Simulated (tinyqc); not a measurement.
Inputs raised by 10 %, one at a time: bottom-up copper filling of a trench by curvature-enhanced accelerator coverage. Computed by tinyqc, a small Python program. Command: `OMP_NUM_THREADS=1 python tinyqc.py 3000851 3000852 out.jsonl superfill sens`. One thread of a shared host (Intel(R) Xeon(R) Processor @ 2.30GHz), about 0.07 s of CPU time with the checks.

A rectangular trench keeps vertical walls and a flat floor. An accelerator floats on the surface; where area is lost in the corners it is passed on to the floor.

Inputs (values chosen for the exercise, close to those used for damascene copper plating):
```
quantity                                           value     unit
trench width w                                        61       nm
aspect ratio h/w                                     2.1        -
exchange current of the suppressed surface i_0     0.021  mA/cm^2
exchange current of the accelerated surface i_1      3.8  mA/cm^2
transfer coefficient alpha                          0.43        -
overpotential eta                                   0.14        V
starting coverage theta_0                          0.036        -
adsorption rate k_a                              0.00026      1/s
cupric ion concentration C                          0.88    mol/l
diffusivity D                                    4.9e-06   cm^2/s
boundary layer delta                                  73       um
temperature T                                        298        K
```

Constants: e = 1.602176634e-19 C; N_A = 6.02214076e+23 1/mol; k_B = 8.617333262e-05 eV/K.

Method. Kinetic current i_k = [i_0 (1 - theta) + i_1 theta] exp(alpha eta/(k_B T)), limit i_L = 2 F D C/delta, i = 1/(1/i_k + 1/i_L); velocity v = i Omega/(2F), Omega = 7.11 cm^3/mol, F = e N_A. Depletion inside the trench is ignored. Half width x, floor height y, depth h = aspect ratio x w. dx/dt = -v_s, dy/dt = v_b. d theta_b/dt = k_a (1 - theta_b) + [theta_s v_b + theta_b v_s]/x: the floor takes the accelerator of the wall it covers and keeps its own as it narrows. d theta_s/dt = k_a (1 - theta_s). theta_b is capped at 1. Integrate (tolerance 1e-9) until the walls meet (x = 0.02 w/2) or the floor passes the original mouth y = h. Start: x = w/2, y = 0, theta_b = theta_s = theta_0. Height filled = y/h, opening left = x/(w/2).

Runs; columns: (1) input moved; (2) from; (3) to; (4) time at the end (s); (5) opening left, as a share of w; (6) ratio v(1)/v(theta_0); (7) share of the height filled from the floor:
```
(1)                                                          (2)     (3)     (4)      (5)     (6)  (7)
base run                                                       -       -  41.062  0.10217  18.214    1
trench width w (nm)                                           61    67.1  44.843  0.09982  18.214    1
aspect ratio h/w                                             2.1    2.31  42.244  0.07346  18.214    1
exchange current of the suppressed surface i_0 (mA/cm^2)   0.021  0.0231  40.782  0.09894  17.985    1
exchange current of the accelerated surface i_1 (mA/cm^2)    3.8    4.18  38.041  0.10305  17.989    1
overpotential eta (V)                                       0.14   0.154  33.500  0.09609  17.116    1
boundary layer delta (um)                                     73    80.3  41.303  0.09778  17.781    1
cupric ion concentration C (mol/l)                          0.88   0.968  40.844  0.10616  18.627    1
```

Exponents ln(y'/y) / ln(x'/x); columns: (1) input; (2) time at the end; (3) opening left, as a share of w; (4) ratio v(1)/v(theta_0); (5) share of the height filled from the floor:
```
(1)                                                 (2)     (3)     (4)  (5)
trench width w                                    0.924  -0.245   0.000    0
aspect ratio h/w                                  0.298  -3.462   0.000    0
exchange current of the suppressed surface i_0   -0.072  -0.338  -0.132    0
exchange current of the accelerated surface i_1  -0.802   0.089  -0.131    0
overpotential eta                                -2.135  -0.644  -0.652    0
boundary layer delta                              0.061  -0.461  -0.252    0
cupric ion concentration C                       -0.056   0.402   0.235    0
```

To which inputs is each result most sensitive?

Among the inputs moved here: time at the end answers most in size to overpotential eta (exponent -2.135), next to trench width w (+0.924). Opening left, as a share of w answers most in size to aspect ratio h/w (exponent -3.462), next to overpotential eta (-0.644). Ratio v(1)/v(theta_0) answers most in size to overpotential eta (exponent -0.652), next to boundary layer delta (-0.252); its exponent is below 0.0005 for trench width w, aspect ratio h/w. share of the height filled from the floor hardly depends on these (all exponents below 0.005).

Caution (all rows): real profiles develop slanted corners, and accelerator is consumed; both are left out.
